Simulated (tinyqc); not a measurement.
Frequency dispersion of an accumulation capacitance by border traps, distributed model: two steps of the calculation.

Traps spread evenly through the insulator exchange electrons with the semiconductor by tunnelling, with tau(x) = t0 exp(2 ka x) at depth x from the interface. The admittance per area Y seen at depth x obeys dY/dx = -Y^2/(i w eps0 eox) + q Nb ln(1 + i w tau)/tau, with Y(0) = i w Cs and w = 2 pi f; the gate sees Y(tox) = G + i w C. Working variable y = Y/(i w), in uF/cm^2. Cox = eps0 eox/tox.

Values chosen for this exercise; permittivity close to that of hafnium oxide: relative permittivity of the insulator eox = 19.5; insulator thickness tox = 7.3 nm; semiconductor capacitance in accumulation Cs = 3.6 uF/cm^2; density of border traps Nb = 9.3e18 cm^-3 eV^-1; decay constant of the wave function in the insulator ka = 5.7 1/nm; time constant of a trap at the interface t0 = 1e-10 s; frequency f = 1e6 Hz; depth down to which the steps are taken xe = 1.1 nm.

Constants: q = 1.602176634e-19 C, eps0 = 8.8541878128e-14 F/cm where lengths are in cm. Results are converted to the units shown.

Task 1. Midpoint steps through the active depth. In terms of y: dy/dx = -y^2/(eps0 eox) + s(x), s = q Nb ln(1 + z)/z, z = i w tau. 11 midpoint steps of h = xe/11: y_half = y + (h/2) y'(x, y), y(new) = y + h y'(x + h/2, y_half).

Wanted: x; s; y.

Result 1.

| point | x (nm) | s (uF/(cm^2 nm)) | y (uF/cm^2) |
|---|---|---|---|
| 0 | 0 | 0.14900-0.00005i | 3.6000+0.0000i |
| 1 | 0.10000 | 0.14900-0.00015i | 3.5411+0.0000i |
| 2 | 0.20000 | 0.14900-0.00046i | 3.4845+0.0000i |
| 3 | 0.30000 | 0.14898-0.00143i | 3.4302-0.0001i |
| 4 | 0.40000 | 0.14882-0.00447i | 3.3780-0.0004i |
| 5 | 0.50000 | 0.14729-0.01375i | 3.3278-0.0011i |
| 6 | 0.60000 | 0.13473-0.03758i | 3.2790-0.0034i |
| 7 | 0.70000 | 0.08701-0.05985i | 3.2292-0.0085i |
| 8 | 0.80000 | 0.03630-0.04575i | 3.1756-0.0136i |
| 9 | 0.90000 | 0.01258-0.02398i | 3.1203-0.0165i |
| 10 | 1.0000 | 0.00412-0.01069i | 3.0657-0.0175i |
| 11 | 1.1000 | 0.00133-0.00439i | 3.0124-0.0176i |

Task 2. Capacitance and conductance at the gate. Beyond xe the traps are ignored, so 1/y(tox) = 1/y(xe) + (tox - xe)/(eps0 eox); C = Re y, G/w = -Im y, loss tangent G/(w C).

y at xe = 3.0124169-0.0175508i uF/cm^2

Wanted: y at the gate; C; G/w; loss tangent.

Result 2.

y at the gate = 1.447-0.004i uF/cm^2
C = 1.447 uF/cm^2
G/w = 0.004050 uF/cm^2
loss tangent = 0.002799

Computed by the program tinyqc: `OMP_NUM_THREADS=1 python tinyqc.py 2202158 2202159 out.jsonl`, one thread of a shared Intel Xeon 2.30GHz, about 0.4 s for the whole run.
